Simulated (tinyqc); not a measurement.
The 3-omega method: a line heater on a substrate with a thin film: one step, computed by the program tinyqc.

A current at angular frequency omega = 2 pi f heats the line at 2 omega with the amplitude P per length; the temperature swing Delta T at 2 omega gives a voltage at 3 omega. The substrate is taken as semi-infinite and isotropic, and the heat capacity of heater and film is left out.

Task: Penetration depth. D = kappa/C; q = sqrt(2 i omega/D); penetration depth 1/|q| = sqrt(D/(2 omega)).

Inputs (values chosen for the exercise, modelled on a low-k dielectric on silica):

| quantity | value | unit |
|---|---|---|
| substrate conductivity kappa | 1.32 | W/(m K) |
| substrate heat capacity C | 1.66 | 1e6 J/(m^3 K) |
| heater half-width b | 11 | micrometre |
| current frequency f | 610 | Hz |
| substrate thickness d_s | 725 | micrometre |

Give: diffusivity D; penetration depth; |q| b; penetration depth / d_s.

Result:

diffusivity D = 0.7952 mm^2/s

penetration depth = 10.19 micrometre

|q| b = 1.080

penetration depth / d_s = 0.01405
